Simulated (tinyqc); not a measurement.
Power iteration on a symmetric matrix, step by step. One step of it, computed by the program tinyqc.

Problem. Step 1. w = (A - shift) v; v' = w/|w| with its largest component positive (the first on a tie); lambda = v'^T A v'.

A, lower triangle:
```
           1          2          3         4         5
1   0.130000
2   0.260000   0.439000
3  -0.080000  -0.213000   1.214000
4   0.276000  -0.605000  -0.051000  1.634000
5   0.280000   0.490000   0.207000  0.036000  2.282000
```

vector v at the start: 0.447214  0.447214  0.447214  0.447214  0.447214

shift = 0.880000

Give: vector after step 1; Rayleigh quotient after step 1.

Solution.

vector after step 1: -0.0056  -0.2028  0.0785  0.1634  0.9623

Rayleigh quotient after step 1 = 2.0763
